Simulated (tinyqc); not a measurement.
Schottky barrier on an n-type semiconductor, non-linear Poisson equation by Newton steps: two steps of the calculation.

One dimension, metal at x = 0, donor density C(x) = Nd, uniform. Energies are counted from the electron Fermi level of the semiconductor and the conduction-band edge is Ec = -psi, so n = Nc exp(psi/Vt); holes follow the Fermi level of the metal, at -V, so p = Nv exp((V - psi - Eg)/Vt). Ends: psi(0) = V - phiB and psi = Vt ln(Nd/Nc) deep inside. Boltzmann statistics, full ionisation, no current, no image force in the Poisson equation.

Values chosen for this exercise; band and dielectric values close to those of silicon: temperature T = 450 K; band gap Eg = 1.1 eV; relative permittivity eps_r = 11.7; conduction-band density of states at T Nc = 5.14e19 cm^-3; valence-band density of states at T Nv = 4.87e19 cm^-3; donor density deep in the semiconductor Nd = 1.5e17 cm^-3; barrier height phiB = 0.74 eV; bias of the metal against the semiconductor V = 0.14 V.

Constants: q = 1.602176634e-19 C, kB = 1.380649e-23 J/K, Vt = kB T/q, eps0 = 8.8541878128e-14 F/cm where lengths are in cm. Results are converted to the units shown.

Task 1. End potentials, built-in voltage, Debye length. psi_0 = V - phiB, psi_b = Vt ln(Nd/Nc), Vbi = phiB - Vt ln(Nc/Nd), LD = sqrt(eps0 eps_r Vt/(q Nd)), W = sqrt(2 eps0 eps_r (Vbi - V)/(q Nd)), hole density at the metal p_0 = Nv exp((phiB - Eg)/Vt).

Find: psi_0; psi_b; Vbi; LD; W for uniform Nd; p_0.

Result 1.

psi_0 = -0.60000 V
psi_b = -0.22634 V
Vbi = 0.51366 V
LD = 12.929 nm
W for uniform Nd = 56.757 nm
p_0 = 4.5259e15 cm^-3

The hole density at the metal is 0.030 times Nd, so holes hardly matter.

Task 2. Check against the first integral. First integral for uniform doping: E_0^2 = (2 q/(eps0 eps_r)) [Nd (U - Vt + Vt exp(-U/Vt)) + Vt p_0], U = Vbi - V, Vbi = phiB - Vt ln(Nc/Nd), p_0 = Nv exp((phiB - Eg)/Vt) (deep holes neglected). Image-force lowering dphi = sqrt(q E_0/(4 pi eps0 eps_r)), at x_m = sqrt(q/(16 pi eps0 eps_r E_0)). Depletion approximation: E = sqrt(2 q Nd U/(eps0 eps_r)).

Give: E_0; dphi; x_m; field in the depletion approximation.

Result 2.

E_0 = 124.9 kV/cm
dphi = 39.20 mV
x_m = 1.570 nm
field in the depletion approximation = 131.7 kV/cm

Numbers from tinyqc (`OMP_NUM_THREADS=1 python tinyqc.py 2020163 2020164 out.jsonl`; about 0.05 s on one thread of a shared Intel Xeon 2.30GHz).
